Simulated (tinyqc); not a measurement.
Inside a calculation. Method: coherent transport through a tight-binding region between two chains. Computed by tinyqc, a small Python program that keeps every step. Settings: temperature = 4, mu = 0.26. Command: `OMP_NUM_THREADS=1 python tinyqc.py 22568 22569 out.jsonl` (the two numbers bound the seeds that draw the settings). One thread of a shared host (Intel(R) Xeon(R) Processor @ 2.60GHz), about 0.07 s of CPU time with the checks.

## Transmission at E = 0.59 eV

H of the central region (eV):
```
          1         2
1  -0.25000  -1.22000
2  -1.22000  -0.08000
```

Leads: semi-infinite chains with site energy 0:
```
parameter                           value
lead hopping t (eV)              2.450000
coupling to the left lead (eV)   1.440000
coupling to the right lead (eV)  1.370000
left contact site                       1
right contact site                      2
```

E = 0.59000 eV

Surface Green function g = (E - i sqrt(4 t^2 - E^2)) / (2 t^2); self-energy tc^2 g on each contact site; G = (E - H - Sigma)^(-1); Gamma = -2 Im Sigma; T = Gamma_L Gamma_R |G_LR|^2; local density of states -Im G_ii / pi.

g = 0.04915-0.40519i 1/eV

G (1/eV):
```
                   1                  2
1  -0.04680-0.47591i   0.52023+0.32015i
2   0.52023+0.32015i  -0.09425-0.55197i
```

local density of states (1/eV): 0.15149  0.17570

transmission = 0.95370

## Transmission across the band

The same steps on a grid of energies.

T(E):
```
E (eV)            T
-4.6550000  0.00243
-4.1895000  0.01070
-3.7240000  0.02848
-3.2585000  0.06856
-2.7930000  0.16353
-2.3275000  0.38465
-1.8620000  0.75976
-1.3965000  0.98297
-0.9310000  0.92898
-0.4655000  0.85067
0.0000000   0.84878
0.4655000   0.92613
0.9310000   0.99927
1.3965000   0.82230
1.8620000   0.44680
2.3275000   0.19981
2.7930000   0.08826
3.2585000   0.03980
3.7240000   0.01768
4.1895000   0.00702
4.6550000   0.00167
```

levels of the isolated region (eV): -1.38796  1.05796

## Current

I = (2e/h) int T(E) [f(E - mu - V/2) - f(E - mu + V/2)] dE at 4 K with mu = 0.26 eV, the bias not changing H; 2e^2/h = 77.48092 microsiemens; the integral runs over the band on 4001 points.

Current:
```
V (volt)  I (microampere)
0.01000           0.68866
0.05000           3.44109
0.10000           6.86059
0.20000          13.69622
0.40000          27.44556
0.80000          55.26347
```
